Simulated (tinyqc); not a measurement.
Inside a calculation. Method: RHF in the sto-3g basis, for H3+, spin multiplicity 1. Computed by tinyqc, a small Python program that keeps every step (integrals from PySCF). Settings: charge = 1, multiplicity = 1, basis = sto-3g, energy threshold = 1e-08, iteration cap = 57, orthogonalisation = canonical, start = core, DIIS depth = 4, DIIS from iteration = 2, method = RHF. Command: `OMP_NUM_THREADS=1 python tinyqc.py 29147 29148 out.jsonl` (the two numbers bound the seeds that draw the settings). One thread of a shared host (Intel(R) Xeon(R) Processor @ 2.60GHz), about 0.03 s of CPU time with the checks. Later iterations appear only in the table of the cycle.

## One-electron integrals

Geometry (angstrom):
```
atom         x         y          z
H     0.000000  0.000000   0.000000
H     0.000000  0.000000   0.850000
H     0.000000  0.000000  -0.850000
```

Basis sto-3g: exponents (1/bohr^2) and contraction coefficients of normalised primitives:
```
element  l (shell)  exponent  coefficient
H            s (1)  3.425251     0.154329
H            s (1)  0.623914     0.535328
H            s (1)  0.168855     0.444635
```

Overlap, kinetic and nuclear-attraction integrals over the contracted functions; the nuclear repulsion is the sum of Za Zb / Rab.

nuclear repulsion = 1.55640356 hartree

overlap S, lower triangle:
```
          1H 1s     2H 1s     3H 1s
1H 1s  1.000000
2H 1s  0.588703  1.000000
3H 1s  0.588703  0.191290  1.000000
```

kinetic energy T (hartree), lower triangle:
```
          1H 1s      2H 1s     3H 1s
1H 1s  0.760032
2H 1s  0.176624   0.760032
3H 1s  0.176624  -0.002644  0.760032
```

nuclear attraction V (hartree), lower triangle:
```
           1H 1s      2H 1s      3H 1s
1H 1s  -2.402831
2H 1s  -1.257512  -2.125487
3H 1s  -1.257512  -0.378565  -2.125487
```

core Hamiltonian H = T + V (hartree), lower triangle:
```
           1H 1s      2H 1s      3H 1s
1H 1s  -1.642799
2H 1s  -1.080888  -1.365456
3H 1s  -1.080888  -0.381209  -1.365456
```

## Two-electron integrals

Functions are numbered as in S; the eight-fold symmetry (ij|kl) = (ji|kl) = (kl|ij) leaves the list below.

Two-electron integrals (ij|kl) in chemists' order, unique and non-zero (hartree):
```
(11|11) 0.774606   (21|11) 0.383922   (21|21) 0.230494   (22|11) 0.529489
(22|21) 0.383922   (22|22) 0.774606   (31|11) 0.383922   (31|21) 0.177512
(31|22) 0.235302   (31|31) 0.230494   (32|11) 0.118369   (32|21) 0.063549
(32|22) 0.097022   (32|31) 0.063549   (32|32) 0.019914   (33|11) 0.529489
(33|21) 0.235302   (33|22) 0.308176   (33|31) 0.383922   (33|32) 0.097022
(33|33) 0.774606
```

## Orthogonalisation

S = U s U^T; canonical form X = U s^(-1/2), so that X^T S X = 1. Each column of U has its largest component positive (the first on a tie).

eigenvalues of S: 0.257618  0.808710  1.933672

X:
```
               1          2         3
1H 1s   1.470500   0.000000  0.478606
2H 1s  -0.927186   0.786301  0.379531
3H 1s  -0.927186  -0.786301  0.379531
```

## Starting guess

The start is the orbitals of the core Hamiltonian; D = 2 C_occ C_occ^T.

D at the start, lower triangle:
```
          1H 1s     2H 1s     3H 1s
1H 1s  1.025881
2H 1s  0.315499  0.097029
3H 1s  0.315499  0.097029  0.097029
```

## Iteration 1: building the Fock matrix

J_ij = sum D_kl (ij|kl), K_ij = sum D_kl (ik|jl); F = H + J - 0.5 K; E = tr D H + tr D J / 2 - 0.25 tr D K + E_nn.

Coulomb J (hartree), lower triangle:
```
          1H 1s     2H 1s     3H 1s
1H 1s  1.404883
2H 1s  0.723724  1.057811
3H 1s  0.723724  0.224323  1.057811
```

exchange K (hartree), lower triangle:
```
          1H 1s     2H 1s     3H 1s
1H 1s  1.358338
2H 1s  0.799397  0.614732
3H 1s  0.799397  0.421342  0.614732
```

Fock matrix F (hartree), lower triangle:
```
           1H 1s      2H 1s      3H 1s
1H 1s  -0.917085
2H 1s  -0.756862  -0.615011
3H 1s  -0.756862  -0.367557  -0.615011
```

total energy of this density = -1.18109546 hartree

## Iteration 1: diagonalisation and new density

Diagonalise F' = X^T F X, C = X C', fill 1 alpha and 1 beta electrons from the bottom; D = 2 C_occ C_occ^T. Each column has its largest component positive (the first on a tie).

F' = X^T F X (hartree), lower triangle:
```
           1          2          3
1   0.455252
2   0.000000  -0.305985
3  -0.126998   0.000000  -1.043059
```

orbital energies (hartree): MO1 -1.053747, MO2 -0.305985, MO3 0.465940

coefficients C:
```
            MO1        MO2        MO3
1H 1s  0.600242   0.000000   1.425182
2H 1s  0.300436   0.786301  -0.955748
3H 1s  0.300436  -0.786301  -0.955748
```

D after iteration 1, lower triangle:
```
          1H 1s     2H 1s     3H 1s
1H 1s  0.720580
2H 1s  0.360669  0.180524
3H 1s  0.360669  0.180524  0.180524
```

## Iteration 2: building the Fock matrix

As before.

Coulomb J (hartree), lower triangle:
```
          1H 1s     2H 1s     3H 1s
1H 1s  1.345949
2H 1s  0.705686  1.058707
3H 1s  0.705686  0.219194  1.058707
```

exchange K (hartree), lower triangle:
```
          1H 1s     2H 1s     3H 1s
1H 1s  1.259351
2H 1s  0.792193  0.667327
3H 1s  0.792193  0.437742  0.667327
```

Fock matrix F (hartree), lower triangle:
```
           1H 1s      2H 1s      3H 1s
1H 1s  -0.926526
2H 1s  -0.771298  -0.640412
3H 1s  -0.771298  -0.380886  -0.640412
```

total energy of this density = -1.20503441 hartree

## Iteration 2: diagonalisation and new density

As before.

F' = X^T F X (hartree), lower triangle:
```
           1          2          3
1   0.446978
2   0.000000  -0.320913
3  -0.109686   0.000000  -1.066868
```

orbital energies (hartree): MO1 -1.074774, MO2 -0.320913, MO3 0.454884

coefficients C:
```
            MO1        MO2        MO3
1H 1s  0.583085   0.000000   1.432287
2H 1s  0.311891   0.786301  -0.952072
3H 1s  0.311891  -0.786301  -0.952072
```

D after iteration 2, lower triangle:
```
          1H 1s     2H 1s     3H 1s
1H 1s  0.679976
2H 1s  0.363718  0.194552
3H 1s  0.363718  0.194552  0.194552
```

## Iteration 5 (converged): orbitals

converged F (hartree), lower triangle:
```
           1H 1s      2H 1s      3H 1s
1H 1s  -0.927603
2H 1s  -0.773252  -0.644412
3H 1s  -0.773252  -0.382890  -0.644412
```

As before.

F' = X^T F X (hartree), lower triangle:
```
           1          2          3
1   0.444979
2   0.000000  -0.323382
3  -0.106665   0.000000  -1.070264
```

orbital energies (hartree): MO1 -1.077736, MO2 -0.323382, MO3 0.452450

coefficients C:
```
            MO1        MO2        MO3
1H 1s  0.580192   0.000000   1.433462
2H 1s  0.313813   0.786301  -0.951440
3H 1s  0.313813  -0.786301  -0.951440
```

D after iteration 5, lower triangle:
```
          1H 1s     2H 1s     3H 1s
1H 1s  0.673245
2H 1s  0.364143  0.196957
3H 1s  0.364143  0.196957  0.196957
```

## Convergence

Stop when the energy changes by less than 1e-08 hartree and every element of the error matrix X^T (F D S - S D F) X is below 3e-05.

Course of the cycle:
```
iteration  E (hartree)     change  largest element of the error matrix
1          -1.18109546          -                             2.51e-01
2          -1.20503441  -2.39e-02                             3.67e-02
3          -1.20553912  -5.05e-04                             5.29e-03
4          -1.20554980  -1.07e-05                             9.97e-07
5          -1.20554980  -3.13e-13                             4.16e-07
```

PySCF RHF in the same basis = -1.20554980 hartree

Converged in 5 iterations.

## Populations, bond orders and dipole

Mulliken: Z minus the diagonal of D S on the atom; Loewdin: the same with S^(1/2) D S^(1/2); Mayer order: 2 sum_s sum (D(s) S)_ij (D(s) S)_ji over the two atoms.

Charges (e):
```
atom   Mulliken    Loewdin
1H    -0.101990  -0.025487
2H     0.550995   0.512743
3H     0.550995   0.512743
```

Mayer bond orders:
```
pair     order
2-1   0.494799
3-1   0.494799
3-2   0.201606
```

dipole moment about the origin, x y z (debye): 0.000000  0.000000  0.000000
